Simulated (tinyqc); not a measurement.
## Phonon and roughness prefactors from two fields

Question. At 300 K and high field 1/mu = E^(1/3)/Ap + E^gs/As, E in MV/cm. Find Ap and As.

Values chosen for this exercise: exponent of the roughness term gs = 2.

mu at E = 0.53 and 1.15 MV/cm (cm^2/(V s)): 503.16275  291.62473

Solution. Two linear equations in 1/Ap and 1/As.

Ap = 466 cm^2/(V s)
As = 1.12e3 cm^2/(V s)

tinyqc, about 0.01 s, one thread, Intel Xeon 2.30GHz (shared host): `OMP_NUM_THREADS=1 python tinyqc.py 2510126 2510127 out.jsonl`
